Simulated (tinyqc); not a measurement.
# Elastic trap-assisted tunnelling through a dielectric: effect of the thickness at fixed voltage

Emitter at x = 0 (Fermi level 0), collector at x = t (Fermi level -V), band edge U(x) = phi - F x, F = V/t. A trap at x has the energy E = U(x) - Et. With G(u) = (4/(3 F)) sqrt(mo/C) max(u, 0)^1.5, C = hbar^2/(2 m0): S1 = G(phi - E) - G(Et), S2 = G(Et) - G(phi - V - E), T1,2 = exp(-S1,2). The steady rate through one trap is nu T1 T2 (f1 - f2)/(T1 + T2), f1 = f(E), f2 = f(E + V), f(y) = 1/(1 + exp(y/Vt)); both contacts offer states at E.

J = q Nt times the integral of the rate over x. Direct S = (4/(3 F)) sqrt(mo/C) [phi^1.5 - max(phi - V, 0)^1.5].

Inputs (values chosen for the exercise); dielectric values close to those of aluminium oxide: temperature T = 350 K; barrier above the emitter Fermi level phi = 2.6 eV; tunnelling mass mo = 0.4 m0; trap depth below the band edge of the dielectric Et = 2.06 eV; trap density Nt = 4.8e18 cm^-3; attempt frequency nu = 1e13 1/s; voltage V = 2.11 V.

Constants: q = 1.602176634e-19 C, kB = 1.380649e-23 J/K, hbar = 1.054571817e-34 J s, m0 = 9.1093837015e-31 kg, Vt = kB T/q, hbar^2/(2 m0) = 0.0380998212 eV nm^2. Results are converted to the units shown.

Effect of the thickness at fixed voltage:

| t (nm) | J (A/cm^2) | x of the peak over t | larger S there | direct S |
|---|---|---|---|---|
| 2.5 | 2.41 | 0.416 | 11.3 | 19.7 |
| 3.4 | 0.0469 | 0.420 | 15.3 | 26.8 |
| 4.4 | 5.71e-4 | 0.423 | 19.7 | 34.7 |
| 5.3 | 1.07e-5 | 0.424 | 23.7 | 41.8 |
| 6.2 | 2.00e-7 | 0.425 | 27.6 | 48.9 |
| 7.1 | 3.72e-9 | 0.426 | 31.6 | 56.0 |
| 8.1 | 4.46e-11 | 0.426 | 36.0 | 63.8 |
| 9 | 8.31e-13 | 0.427 | 40.0 | 70.9 |

J falls from 2.41 to 8.31e-13 A/cm^2, on average 1.92 decades a nanometre, against 3.42 for the direct exponent: trap-assisted leakage falls more slowly, so it gains on direct tunnelling as the layer thickens.

Range of the model: Phonon-assisted (inelastic) capture, chains of traps and a spread of trap depths are left out.

Computed by the program tinyqc: `OMP_NUM_THREADS=1 python tinyqc.py 2370077 2370078 out.jsonl`, one thread of a shared Intel Xeon 2.30GHz, about 0.03 s for the whole run.
